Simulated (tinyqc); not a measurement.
## Stacked nanosheet transistor, parasitic resistance, capacitance and delay: what each parasitic element costs

Ns sheets share one contact on top; each has perimeter p = 2 (Ws + ts) and cross-section A = Ws ts; contact width Wc = Ws + 10 nm, stack height Hs = Ns pv. Sheet 1 is the top one. Contact length Lc = CPP - Lg - 2 Lsp, shared by two neighbouring gates. Source and drain sides are equal. The formulas are first-order estimates, not field solutions.

Epitaxy sheet resistance Rsh = re/te, transfer length LT = sqrt(rc/Rsh), contact Rc = [sqrt(rc Rsh)/Wc] coth(Lc/(2 LT)); extension of one sheet Rx = rx Lsp/A. With N sheets: gate Cg = Cinv p N Lg; per side, plate Cp = ks eps0 [Wc (Hs + Hc) - N A]/Lsp, top fringe Cf = (2/pi) ks eps0 Wc ln(1 + Lg/(2 Lsp)), overlap Co = Cinv p N Lov. One sheet: I = p Q vx u/(1 + |u|^1.8)^(1/1.8), Q = Cinv n Vt ln(1 + exp((Vg' - VT + dl Vd')/(n Vt))), u = Vd' mu/(vx Lg), Vg' = Vgs - v, Vd' = Vds - 2 v, with the drop on each side v_j = Rc sum I + rv (sum over levels k = 2..j of the current of sheets k..Ns) + Rx I_j. Ieff = [I(Vgs = Vdd, Vds = Vdd/2) + I(Vdd/2, Vdd)]/2, total currents. With Cs = Cp + Cf + Co, the load of an inverter of two such devices driving an equal one is CL = 2 (Cg + 2 Cs) + 4 Cs + Cw (own drains counted twice for the Miller effect); delay CL Vdd/(2 Ieff). Each row removes one element and keeps the rest.

Values chosen for this exercise; values close to those of silicon logic devices:
- T = 300 K (temperature)
- Ns = 3 (number of sheets)
- Ws = 20 nm (sheet width)
- ts = 4 nm (sheet thickness)
- pv = 14 nm (vertical pitch of the sheets)
- rv = 30 ohm (vertical resistance between sheet levels)
- CPP = 45 nm (contacted gate pitch)
- Lg = 18 nm (gate length)
- Lsp = 7 nm (spacer length)
- ks = 7 (relative permittivity of the spacer)
- Hc = 20 nm (gate height above the channel stack)
- rc = 1.3e-9 ohm cm^2 (contact resistivity)
- re = 0.00061 ohm cm (resistivity of the source-drain epitaxy)
- te = 25 nm (current-carrying depth of the epitaxy)
- rx = 0.00047 ohm cm (resistivity of the extension)
- Lov = 1.5 nm (gate overlap)
- Cinv = 2.9 uF/cm^2 (inversion capacitance)
- vx = 1.1e7 cm/s (injection velocity)
- mu = 190 cm^2/(V s) (apparent mobility)
- VT = 0.28 V (threshold at zero drain voltage)
- dl = 0.065 V/V (barrier lowering)
- n = 1.12 (subthreshold factor)
- Cw = 0.13 fF (wire load)
- Vdd = 0.65 V (supply voltage)

Constants: q = 1.602176634e-19 C, kB = 1.380649e-23 J/K, eps0 = 8.8541878128e-12 F/m, Vt = kB T/q. Results are converted to the units shown.

One element removed at a time:
```
	Ieff (uA)	CL (aF)	delay (ps)
as given	67.06	453.0	2.196
no contact resistance	95.25	453.0	1.546
no extension resistance	71.65	453.0	2.055
no vertical resistance	67.59	453.0	2.178
air spacer (ks = 1)	67.06	348.0	1.686
no overlap	67.06	402.9	1.953
no wire	67.06	323.0	1.566
```

What do the numbers show?

Gains in delay, largest first: no contact resistance 30 %, no wire 29 %, air spacer (ks = 1) 23 %, no overlap 11 %, no extension resistance 6.4 %, no vertical resistance 0.79 %.

tinyqc, about 0.08 s, one thread, Intel Xeon 2.30GHz (shared host): `OMP_NUM_THREADS=1 python tinyqc.py 2170130 2170131 out.jsonl`
